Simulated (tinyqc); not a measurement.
Worked calculation: Hubbard ring of 5 sites. Computed by tinyqc, a small Python program that keeps every step. Settings: hopping = 1.04, U = 8.9, mixing = 0.2, iteration cap = 55. Command: `OMP_NUM_THREADS=1 python tinyqc.py 24669 24670 out.jsonl` (the two numbers bound the seeds that draw the settings). One thread of a shared host (Intel(R) Xeon(R) Processor @ 2.60GHz), about 0.2 s of CPU time with the checks. Later iterations appear only in the table of the cycle.

## Mean-field iteration 1

one-body matrix (hopping and site energies) (eV), lower triangle:
```
          1         2         3         4        5
1   0.00000
2  -1.04000   0.00000
3   0.00000  -1.04000   0.00000
4   0.00000   0.00000  -1.04000   0.00000
5  -1.04000   0.00000   0.00000  -1.04000  0.00000
```

U = 8.90000 eV

electrons, up and down: 4  2

mixing = 0.20000

n(up) at the start (a guess, not normalised): 1 0.85000, 2 0.75000, 3 0.85000, 4 0.75000, 5 0.85000

n(down) at the start (a guess): 1 0.35000, 2 0.45000, 3 0.35000, 4 0.45000, 5 0.35000

H(up) = T + U n(down), H(down) = T + U n(up); fill the lowest levels; n(new) = n + mixing (n(out) - n); E = tr T (rho up + rho down) + U sum n_up n_down of the output.

levels, up (eV): 1.33311  2.54231  3.03730  5.12270  5.31958

levels, down (eV): 5.06710  6.22126  6.85836  8.83954  9.05874

energy = 8.98504 eV

n(up) after iteration 1: 1 0.87336, 2 0.73539, 3 0.82249, 4 0.73539, 5 0.87336

n(down) after iteration 1: 1 0.32342, 2 0.49790, 3 0.31737, 4 0.49790, 5 0.32342

## Mean-field iteration 2

As before.

levels, up (eV): 1.24380  2.32493  3.10370  5.24601  5.52555

levels, down (eV): 4.99346  6.14030  6.92001  8.68460  9.21762

energy = 8.55459 eV

n(up) after iteration 2: 1 0.89291, 2 0.71564, 3 0.81489, 4 0.71564, 5 0.89291

n(down) after iteration 2: 1 0.29223, 2 0.54208, 3 0.29938, 4 0.54208, 5 0.29223

## Mean-field iteration 3

As before.

levels, up (eV): 1.09925  2.17431  3.03607  5.42930  5.77628

levels, down (eV): 4.90649  6.00635  7.01693  8.60526  9.34977

energy = 8.31005 eV

n(up) after iteration 3: 1 0.90959, 2 0.69465, 3 0.81713, 4 0.69465, 5 0.90959

n(down) after iteration 3: 1 0.26089, 2 0.58293, 3 0.28676, 4 0.58293, 5 0.26089

## Convergence

Each step fills the lowest levels of T + U n(other spin) and sets n(new) = n + mixing (n(out) - n); stop when output and input agree to 1e-8.

Course of the cycle:

| iteration | E (eV) | largest \|n(out) - n(in)\| | mean \|n_up - n_down\| |
|---|---|---|---|
| 1 | 8.9850408 | 2.40e-01 | 0.41003 |
| 2 | 8.5545911 | 2.21e-01 | 0.46573 |
| 3 | 8.3100535 | 2.04e-01 | 0.50853 |
| 4 | 8.1398003 | 1.89e-01 | 0.54373 |
| 5 | 8.0107249 | 1.74e-01 | 0.57319 |
| 6 | 7.9110781 | 1.59e-01 | 0.59778 |
| 7 | 7.8349337 | 1.44e-01 | 0.61811 |
| 8 | 7.7778407 | 1.29e-01 | 0.63475 |
| 9 | 7.7358254 | 1.15e-01 | 0.64828 |
| 10 | 7.7053702 | 1.01e-01 | 0.65925 |
| 11 | 7.6835350 | 8.86e-02 | 0.66812 |
| ... | ... | ... | ... |
| 45 | 7.6304695 | 3.95e-04 | 0.70870 |
| 46 | 7.6304693 | 3.35e-04 | 0.70872 |
| 47 | 7.6304692 | 2.84e-04 | 0.70873 |
| 48 | 7.6304692 | 2.41e-04 | 0.70875 |
| 49 | 7.6304691 | 2.04e-04 | 0.70875 |
| 50 | 7.6304691 | 1.73e-04 | 0.70876 |
| 51 | 7.6304690 | 1.46e-04 | 0.70877 |
| 52 | 7.6304690 | 1.24e-04 | 0.70878 |
| 53 | 7.6304690 | 1.05e-04 | 0.70878 |
| 54 | 7.6304690 | 8.88e-05 | 0.70879 |
| 55 | 7.6304690 | 7.52e-05 | 0.70879 |

Not converged within 55 iterations: the residual falls steadily but slowly, by a factor of about 0.85 a step. The lowest mean-field energy found from random starts is 6.77042 eV. Reruns (cap 100 unless said): mixing 0.5: converged in 85 (E = 6.77042); mixing 0.9: converged in 50 (E = 6.77042); the original settings with a cap of 400: converged in 200 (E = 6.77042).

## Exact diagonalisation (50 states)

Lowest levels of the sector, and the double occupancy of the lowest state.

lowest levels (eV): 6.45566  6.45566  6.50521  6.50521  6.82000  7.38860

double occupancy per site = 0.21014

## The lowest level by Lanczos steps

From a random start vector (not printed): a_j = <q_j|H|q_j>, b_j = norm of the remainder after orthogonalising; the Ritz value is the lowest eigenvalue of the tridiagonal matrix of a and b so far.

Lanczos:

| j | a_j (eV) | b_j (eV) | lowest Ritz value (eV) |
|---|---|---|---|
| 1 | 13.27321 | 4.52934 | 13.2732123 |
| 2 | 11.94927 | 3.61618 | 8.0337776 |
| 3 | 15.94750 | 4.19870 | 7.1281133 |
| 4 | 13.07167 | 3.62420 | 6.7571669 |
| 5 | 15.97551 | 3.14957 | 6.6221872 |
| 6 | 12.12040 | 4.64800 | 6.5786300 |
| 7 | 15.46125 | 3.01007 | 6.5241571 |
| 8 | 16.31211 | 3.98886 | 6.5087971 |
| 9 | 12.76935 | 2.99748 | 6.5013344 |
| 10 | 15.36629 | 2.54336 | 6.4989927 |
